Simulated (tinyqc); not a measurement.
Carrier lifetime of a p-type layer with SRH, radiative, Auger and surface recombination: two steps of the calculation.

Uniform excess density dn = dp (no trapping), n = n0 + dn, p = p0 + dn, Boltzmann statistics, full ionisation. Surfaces enter as a rate 2 S dn/d, which holds while diffusion to them is fast.

Inputs (values chosen for the exercise); band and dielectric values close to those of indium phosphide: temperature T = 300 K; band gap Eg = 1.32 eV; conduction-band density of states at T Nc = 5.75e17 cm^-3; valence-band density of states at T Nv = 1.12e19 cm^-3; radiative coefficient B = 1.18e-10 cm^3/s; acceptor density N = 2.5e16 cm^-3; Auger coefficient (two electrons) Cn = 2.9e-30 cm^6/s; Auger coefficient (two holes) Cp = 1.9e-30 cm^6/s; trap density Nt = 4.6e10 cm^-3; capture cross-section for electrons sn = 1e-15 cm^2; capture cross-section for holes sp = 2e-16 cm^2; thermal velocity (both carriers) vth = 1.3e7 cm/s; trap level below the conduction band Et = 0.28 eV; surface recombination velocity (both faces) S = 0 cm/s; sample thickness d = 200 um; generation rate G = 2e21 cm^-3 s^-1.

Constants: q = 1.602176634e-19 C, kB = 1.380649e-23 J/K, Vt = kB T/q. Results are converted to the units shown.

Question 1. Equilibrium densities and SRH constants. ni = sqrt(Nc Nv) exp(-Eg/(2 Vt)), Eg in volts; majority density N/2 + sqrt(N^2/4 + ni^2), n0 p0 = ni^2; n1 = Nc exp(-Et/Vt), p1 = Nv exp((Et - Eg)/Vt); tn0 = 1/(sn vth Nt), tp0 = 1/(sp vth Nt).

Wanted: ni; n0; p0; n1; p1; tn0; tp0.

Answer 1.

ni = 2.0746e7 cm^-3
n0 = 0.017216 cm^-3
p0 = 2.5000e16 cm^-3
n1 = 1.1373e13 cm^-3
p1 = 37.843 cm^-3
tn0 = 0.0016722 s
tp0 = 0.0083612 s

Question 2. New dn. With e = n p - ni^2 = dn (n0 + p0 + dn): U_SRH = e/(tp0 (n + n1) + tn0 (p + p1)), U_rad = B e, U_Aug = (Cn n + Cp p) e, U_s = 2 S dn/d. Newton step on ln U(ln dn) = ln G, U the sum: k = d ln U/d ln dn (central difference over factors 1.0001), dn(new) = dn (G/U)^(1/k).

dn at the start = 1e16 cm^-3
n0 = 0.017215587 cm^-3
p0 = 2.5e16 cm^-3
n1 = 1.1372996e13 cm^-3
p1 = 37.843124 cm^-3
tn0 = 0.0016722408 s
tp0 = 0.0083612040 s

Find: U_SRH; U_rad; U_Aug; U_s; k; dn after iteration 1.

Answer 2.

U_SRH = 2.461e18 cm^-3 s^-1
U_rad = 4.130e22 cm^-3 s^-1
U_Aug = 3.342e19 cm^-3 s^-1
U_s = 0 cm^-3 s^-1
k = 1.286
dn after iteration 1 = 9.490e14 cm^-3

Computed by the program tinyqc: `OMP_NUM_THREADS=1 python tinyqc.py 2300030 2300031 out.jsonl`, one thread of a shared Intel Xeon 2.30GHz, about 0.01 s for the whole run.
